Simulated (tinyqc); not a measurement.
Moment against temperature: Stoner model of a band ferromagnet.

Density of states per atom and spin: two humps, D(e) = (M/W) [1 - sp cos(4 pi e/W)]. Levels e -/+ I m/2 for up and down spin, m = n_up - n_down, n_up + n_down = nd. At zero temperature e(N) is the energy below which N states lie, and E(m) = sum over spins of integral e D de - I m^2/4.

Constants: kB = 8.617333262e-05 eV/K.

Values chosen for the exercise: W = 5.8 eV (band width, e from -W/2 to W/2); M = 5 (states per atom and spin); nd = 9.11 (electrons per atom); sp = 0.33 (shape parameter); I = 1.28 eV (Stoner parameter).

Fermi-Dirac occupations on 600 equal energy intervals; m is iterated from saturation until it changes by less than 1e-7 or for 400 rounds; the paramagnet is unstable while I times the mean of D weighted by -df/de exceeds 1.

Results:
```
T/Tc  T (K)  m (muB)  I D(T) of the paramagnet
0.10    245    0.868                     1.058
0.30    735    0.780                     1.056
0.50   1225    0.677                     1.051
0.65   1592    0.580                     1.042
0.80   1959    0.451                     1.028
0.90   2204    0.325                     1.015
0.95   2327    0.232                     1.008
1.10   2694    0.000                     0.983
```

Tc (from I D(T) = 1) = 2.45e+03 K

kB Tc = 0.211 eV, 0.19 of the exchange splitting at zero temperature. m keeps 0.78 of its first value at half Tc and 0.37 at 0.9 Tc. The model knows only Stoner excitations; spin waves and local moments bring the ordering temperature below the Stoner value.

Computed by tinyqc, a small Python program: `OMP_NUM_THREADS=1 python tinyqc.py 1652326 1652327 out.jsonl` (the numbers bound the seed that draws the inputs); one thread of a shared host (Intel(R) Xeon(R) Processor @ 2.30GHz), about 0.4 s for the whole set of steps.
